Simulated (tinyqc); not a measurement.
Inside a calculation. Method: Jacobi rotations on a symmetric matrix. Computed by tinyqc, a small Python program that keeps every step. Settings: method = jacobi. Command: `OMP_NUM_THREADS=1 python tinyqc.py 26557 26558 out.jsonl` (the two numbers bound the seeds that draw the settings). One thread of a shared host (Intel(R) Xeon(R) Processor @ 2.60GHz), about 0.01 s of CPU time with the checks.

## Jacobi rotation 1

A, lower triangle:
```
,1,2,3,4,5
1,0.137000
2,1.170000,0.530000
3,-0.476000,-0.707000,0.881000
4,-0.132000,-0.311000,-0.527000,0.883000
5,-0.233000,0.291000,0.164000,-0.285000,1.759000
```

Take the largest off-diagonal element A_pq; tan 2 theta = 2 A_pq / (A_qq - A_pp) with |theta| <= pi/4; A' = J^T A J with J_pp = J_qq = cos, J_pq = sin, J_qp = -sin.

p, q, theta (rad): 1.000000  2.000000  0.702200

A', lower triangle:
```
,1,2,3,4,5
1,-0.852886
2,0.000000,1.519886
3,0.093261,-0.847188,0.881000
4,0.100103,-0.322683,-0.527000,0.883000
5,-0.365834,0.071662,0.164000,-0.285000,1.759000
```

## Jacobi rotation 2

As before.

p, q, theta (rad): 2.000000  3.000000  0.605109

A', lower triangle:
```
,1,2,3,4,5
1,-0.852886
2,-0.053052,2.105855
3,0.076702,0.000000,0.295031
4,0.100103,0.034397,-0.616985,0.883000
5,-0.365834,-0.034354,0.175645,-0.285000,1.759000
```

## Jacobi rotation 3

As before.

p, q, theta (rad): 3.000000  4.000000  -0.563068

A', lower triangle:
```
,1,2,3,4,5
1,-0.852886
2,-0.053052,2.105855
3,0.118294,0.018361,-0.094430
4,0.043707,0.029087,0.000000,1.272461
5,-0.365834,-0.034354,-0.003599,-0.334758,1.759000
```

## All rotations

The off-diagonal norm falls at every rotation.

Rotations:
```
step,p,q,theta,off-diagonal norm
1,1,2,0.702200,1.65e+00
2,2,3,0.605109,1.14e+00
3,3,4,-0.563068,7.31e-01
4,1,5,-0.136565,5.16e-01
5,4,5,-0.449537,1.96e-01
6,1,3,0.140486,1.06e-01
7,1,2,-0.019571,6.42e-02
8,2,5,0.250067,3.75e-02
9,3,5,-0.007030,3.15e-02
10,2,3,-0.006449,2.43e-02
11,2,4,-0.013950,1.41e-02
...,...,...,...,...
16,1,4,-0.000271,3.63e-04
17,1,3,0.000259,1.91e-04
18,2,3,0.000056,7.99e-05
19,2,5,0.000318,3.97e-05
20,3,5,0.000014,1.92e-06
21,2,4,-1.24e-06,7.59e-07
22,4,5,-5.92e-07,2.58e-07
23,3,4,-1.50e-07,5.39e-08
24,1,2,1.06e-08,2.89e-08
25,1,5,-6.38e-09,1.26e-08
26,2,3,4.07e-09,6.53e-11
```

eigenvalues: -0.920825  -0.078183  1.109432  1.962863  2.116714
